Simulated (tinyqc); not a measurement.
## Thickness from two neighbouring fringes

Inverse problem. At normal incidence a transparent film with an index between those of air and substrate, taken as constant, has reflectance minima at 2 n1 d = (m + 1/2) lam (small phase shifts at the substrate neglected). Find d and the order m of the shorter wavelength.

Inputs (values chosen for the exercise):
```
symbol  value  unit                        meaning
n1      1.466        index of the transparent film
```

wavelengths of two neighbouring reflectance minima (nm): [469, 603]

Solution. Neighbouring orders differ by one: 2 n1 d (1/lam1 - 1/lam2) = 1.

d = 719.8 nm
m = 4

Numbers from tinyqc (`OMP_NUM_THREADS=1 python tinyqc.py 2870139 2870140 out.jsonl`; about 0.4 s on one thread of a shared Intel Xeon 2.30GHz).
